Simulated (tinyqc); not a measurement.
Schottky barrier on an n-type semiconductor, non-linear Poisson equation by Newton steps: one step of the calculation.

One dimension, metal at x = 0, donor density C(x) = Nd, uniform. Energies are counted from the electron Fermi level of the semiconductor and the conduction-band edge is Ec = -psi, so n = Nc exp(psi/Vt); holes follow the Fermi level of the metal, at -V, so p = Nv exp((V - psi - Eg)/Vt). Ends: psi(0) = V - phiB and psi = Vt ln(Nd/Nc) deep inside. Boltzmann statistics, full ionisation, no current, no image force in the Poisson equation.

Task. Newton step. Solve the tridiagonal system a_(i-1) d_(i-1) + b_i d_i + a_i d_(i+1) = -F_i for nodes 1 to 11, with d = 0 on fixed nodes. Each component d is damped to sign(d) Vt ln(1 + |d|/Vt) before it is added.

Parameters, values chosen for the exercise: temperature T = 300 K.

Constants: q = 1.602176634e-19 C, kB = 1.380649e-23 J/K, Vt = kB T/q. Results are converted to the units shown.

coupling a_i, interval 0 to 11 (F/cm^2): 1.2771495e-6  1.1238916e-6  1.0034746e-6  8.7804029e-7  7.7331989e-7  6.8529974e-7  6.0208477e-7  5.3689088e-7  4.6828816e-7  4.2145934e-7  3.6648638e-7  3.2419949e-7

```
node	diagonal b (F/cm^2)	residual F (C/cm^2)
1	-2.4492147e-6	-1.4700158e-6
2	-2.2608414e-6	2.3909991e-8
3	-2.2469561e-6	1.8568044e-8
4	-2.5054775e-6	8.9515449e-9
5	-2.8963484e-6	1.9713509e-9
6	-3.1612861e-6	1.9011286e-10
7	-3.3300722e-6	9.8549364e-12
8	-3.5083028e-6	3.2760643e-13
9	-3.7153530e-6	7.3704474e-15
10	-3.9857990e-6	1.1275473e-16
11	-4.3348082e-6	~0
```

psi after iteration 1, node 0 to 12 (V): -1.3300000  -0.1382849  -0.1150450  -0.0922141  -0.0736289  -0.0633650  -0.0597576  -0.0588579  -0.0586825  -0.0586541  -0.0586504  -0.0586500  -0.0586500

Find: Newton step d, before damping; psi after iteration 2.

Result.

Newton step d, before damping, node 1 to 11 (V): -0.84095  -0.52466  -0.26402  -0.09719  -0.02667  -0.00593  -0.00110  -0.00017  -0.00002  0.00000  0.00000
psi after iteration 2, node 0 to 12 (V): -1.3300  -0.2291  -0.1941  -0.1547  -0.1140  -0.0817  -0.0651  -0.0599  -0.0589  -0.0587  -0.0587  -0.0587  -0.0587

Program tinyqc, `OMP_NUM_THREADS=1 python tinyqc.py 2020067 2020068 out.jsonl`; Intel Xeon 2.30GHz, shared host, one thread, about 0.03 s.

~0 in a residual or rate marks an entry under 1e-11 of the largest of its column.
